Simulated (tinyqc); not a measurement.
# Off-state leakage of single and stacked transistors: two studies

n-channel devices of unit width. Subthreshold current I(Vg, Vs, Vd) = I0 (T/300 K)^0.5 exp[(Vg - Vs - VT(T) - gb (Vs - Vb) + dd (Vd - Vs))/(nf Vt)] (1 - exp(-(Vd - Vs)/Vt)), VT(T) = VT - cT (T - 300 K). Gate-edge tunnelling Ig (Vd/1 V) exp(ag (Vd - 1 V)), for a gate at 0 V, and band-to-band leakage Ab u exp(-Bb/u), u = Vd - Vb + 1 V, flow at a drain held at V; both are taken as independent of T. In a stack of off transistors (all gates at 0 V) the same subthreshold current passes through each.

Parameters, values chosen for the exercise; values of the order met in bulk silicon logic transistors:
```
symbol  value       unit                                             meaning
T         358          K                                         temperature
V         0.9          V                                      supply voltage
VT       0.33          V        threshold at 300 K, zero drain and body bias
cT        0.7       mV/K              fall of the threshold with temperature
I0       0.24      uA/um                       current at threshold at 300 K
nf       1.54                                                   slope factor
dd       0.12                                drain-induced lowering per volt
gb       0.11             rise of the threshold per volt of source-body bias
Ig       2e-5      uA/um                 gate-edge tunnelling current at 1 V
ag        4.3        1/V               exponential slope of the gate current
Ab         50  uA/(um V)      prefactor of band-to-band leakage at the drain
Bb         23          V                             its exponential voltage
Vb          0          V                                        body voltage
```

Constants: q = 1.602176634e-19 C, kB = 1.380649e-23 J/K, Vt = kB T/q. Results are converted to the units shown.

Each table varies one quantity; the others keep the values above.

## Subthreshold current against the height of the stack

All n gates at 0 V, bottom source at 0 V, top drain at V; node voltages follow from equal currents.

Results:

| n | I (nA/um) | reduction factor | drain voltage of the bottom device (mV) | source voltage of the top device (mV) | voltage across the top device (V) |
|---|---|---|---|---|---|
| 1 | 5.7592 | 1.0000 | 900.00 | 0 | 0.90000 |
| 3 | 0.36378 | 15.831 | 26.320 | 106.68 | 0.79332 |
| 4 | 0.24958 | 23.076 | 15.975 | 121.24 | 0.77876 |
| 5 | 0.19033 | 30.260 | 11.524 | 131.70 | 0.76830 |
| 6 | 0.15396 | 37.407 | 9.0296 | 139.90 | 0.76010 |

Estimate the missing row, n = 2.

Computed row:

| n | I (nA/um) | reduction factor | drain voltage of the bottom device (mV) | source voltage of the top device (mV) | voltage across the top device (V) |
|---|---|---|---|---|---|
| 2 | 0.68014 | 8.4677 | 82.513 | 82.513 | 0.81749 |

With this row back in the table: The second transistor cuts the current by a factor of 8.47, the third by a further 1.87 and the sixth by 1.24. The top device keeps 84.5 % of the supply at n = 6, while the drain voltage of the bottom one falls to 0.293 Vt.

## Leakage components against the supply voltage

Same model as above.

One transistor with Vg = Vs = 0, Vd = V; stack factor I(one)/I(two in series).

Leakage components against the supply voltage:

| V (V) | subthreshold (nA/um) | gate edge (nA/um) | band-to-band (nA/um) | total (nA/um) | stack factor | largest part |
|---|---|---|---|---|---|---|
| 0.5 | 2.097 | 0.001165 | 0.01644 | 2.115 | 3.816 | subthreshold |
| 0.6 | 2.699 | 0.002149 | 0.04572 | 2.747 | 4.602 | subthreshold |
| 0.7 | 3.475 | 0.003854 | 0.1132 | 3.592 | 5.601 | subthreshold |
| 0.8 | 4.474 | 0.006771 | 0.2541 | 4.735 | 6.866 | subthreshold |
| 0.9 | 5.759 | 0.01171 | 0.5254 | 6.296 | 8.468 | subthreshold |
| 1 | 7.414 | 0.02000 | 1.013 | 8.447 | 10.49 | subthreshold |
| 1.1 | 9.544 | 0.03382 | 1.839 | 11.42 | 13.05 | subthreshold |
| 1.2 | 12.29 | 0.05672 | 3.170 | 15.51 | 16.28 | subthreshold |
| 1.3 | 15.82 | 0.09445 | 5.221 | 21.13 | 20.35 | subthreshold |
| 1.4 | 20.36 | 0.1564 | 8.264 | 28.78 | 25.48 | subthreshold |

As V goes from 0.5 to 1.4, the total leakage rises from 2.11 to 28.8 nA/um. The subthreshold part leads at V = 0.5 and in all other rows. The reduction by a stack of two rises from 3.82 to 25.5, for the subthreshold part alone. For V = 1.2, 1.3, 1.4 the gate is within about 3 nf Vt of threshold, where the exponential law overstates the current.

Program tinyqc, `OMP_NUM_THREADS=1 python tinyqc.py 2242175 2242176 out.jsonl`; Intel Xeon 2.30GHz, shared host, one thread, about 0.03 s.
